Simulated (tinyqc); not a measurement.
Density of states of one tight-binding band on the simple cubic lattice: sweeps and comparisons. A value that a table varies takes the place of the one given here.

E(k) = -2 t (c1 + c2 + c3) - 4 t2 (c1 c2 + c2 c3 + c3 c1) with ci = cos(2 pi ki); k in fractions of the reciprocal vectors, mesh k_i = j/N with j = 0 .. N-1. Densities are per cell and per spin, so the band holds one state.

Each cube of the mesh, corners numbered 0 to 7 as the binary number (i j l), is cut into six tetrahedra around the diagonal 0-7: 0137, 0157, 0237, 0267, 0457, 0467. For corner energies e1 <= e2 <= e3 <= e4 and eij = ei - ej, the share of the tetrahedron below E is n = (E - e1)^3/(e21 e31 e41) for e1 < E < e2; n = [e21^2 + 3 e21 x + 3 x^2 - (e31 + e42) x^3/(e32 e42)]/(e31 e41) with x = E - e2 for e2 < E < e3; n = 1 - (e4 - E)^3/(e41 e42 e43) for e3 < E < e4; its density of states is g = dn/dE.

Gaussian broadening: g(E) = mean over the mesh of exp(-(E - E_k)^2/(2 sigma^2))/(sigma sqrt(2 pi)), n(E) = mean of erfc((E_k - E)/(sigma sqrt 2))/2.

Values chosen for the exercise: t = 1.24 eV (nearest hopping); t2 = 0 eV (second hopping); N2 = 8 (mesh points along each axis in this comparison); sigma = 0.372 eV (Gaussian width); E = 2.21 eV (energy at which the density is wanted).

## Three ways to the same curve

N = N2 here; the reference is the linear method with N = 36.

g(E) (1/eV):
```
E (eV)  reference  linear tetrahedra  Gaussian, sigma  Gaussian, sigma/4  reference n(E)
-6.087      0.025              0.023            0.029              0.057           0.021
-4.734      0.042              0.041            0.037              0.003           0.065
-3.381      0.067              0.066            0.067              0.089           0.138
-2.028      0.116              0.125            0.136              0.006           0.265
-0.676      0.115              0.121            0.095              0.174           0.422
0.677       0.115              0.121            0.095              0.175           0.578
2.030       0.116              0.125            0.136              0.006           0.735
3.383       0.067              0.066            0.067              0.091           0.862
4.735       0.042              0.041            0.037              0.003           0.935
6.088       0.025              0.023            0.029              0.056           0.979
```

Root-mean-square errors against the reference: 0.0049 for linear tetrahedra, 0.0128 for sigma and 0.0611 for sigma/4. The narrow Gaussian is worse than the wide one, because it resolves the separate mesh levels. The reference is highest at -2.028 and 2.030 eV of the energies listed, and half filling lies between -0.676 and 0.677 eV.

## Convergence with the mesh

At the energy E; the plain count is the share of mesh points below E; the reference is the linear method with N = 36.

Results:
```
N   points  g linear  n linear  g Gaussian  n Gaussian  n plain count
4       64    0.1112    0.8047      0.1931      0.7111         0.6562
6      216    0.1161    0.7798      0.1090      0.7507         0.7222
8      512    0.1203    0.7694      0.1226      0.7589         0.7539
12    1728    0.1220    0.7611      0.1205      0.7528         0.7697
16    4096    0.1166    0.7584      0.1108      0.7541         0.7397
20    8000    0.1167    0.7574      0.1111      0.7542         0.7502
```

reference n and g: 0.7559  0.1169

The linear n(E) stays within 0.002 of the reference from N = 20 on. The Gaussian g stays within 1 % of its last value from N = 16 on; it tends to the broadened curve, not the true one. At the last mesh it lies -0.006 1/eV from the reference g and the linear g 0.000. The plain count errs by -0.0056 at the last mesh.

## Critical points

The gradient vanishes at these points by symmetry; the signs of the eigenvalues of the second-derivative matrix give the type.

Critical points:
```
point                k   E (eV)  positive  negative     type
Gamma        (0, 0, 0)  -7.4400         3         0  minimum
X          (0.5, 0, 0)  -2.4800         2         1   saddle
M        (0.5, 0.5, 0)   2.4800         1         2   saddle
R      (0.5, 0.5, 0.5)   7.4400         0         3  maximum
```

Gamma is a minimum at -7.440 eV: its contribution to g starts as a square root. X is a saddle at -2.480 eV: g has a square-root kink there. M is a saddle at 2.480 eV: g has a square-root kink there. R is a maximum at 7.440 eV: its contribution to g ends as a square root.

## What moves the count of states

Linear method and Gaussian sum with N = 14. Each row changes one parameter from the base and keeps the others.

Results:
```
case              n linear  g linear (1/eV)  n Gaussian  g Gaussian (1/eV)
base                0.7594           0.1190      0.7536             0.1118
t = 1.364 eV        0.7359           0.1058      0.7312             0.0981
E = 2.334 eV        0.7743           0.1205      0.7674             0.1115
sigma = 0.744 eV    0.7594           0.1190      0.7498             0.1039
t2 = 0.062 eV       0.7474           0.1220      0.7421             0.1192
```

The largest shifts from the base row, up to three for each result and ties (the steps differ in size, so this ranks the rows, not the parameters). n linear: t -0.0235, E +0.0149, t2 -0.0120; unchanged at the printed digits by sigma. g linear (1/eV): t -0.0132, t2 +0.0030, E +0.0015; unchanged at the printed digits by sigma. n Gaussian: t -0.0224, E +0.0139, t2 -0.0115. g Gaussian (1/eV): t -0.0137, sigma -0.0079, t2 +0.0074.

Program tinyqc; command `OMP_NUM_THREADS=1 python tinyqc.py 1652654 1652655 out.jsonl`; about 0.2 s on one thread of a shared Intel(R) Xeon(R) Processor @ 2.30GHz.
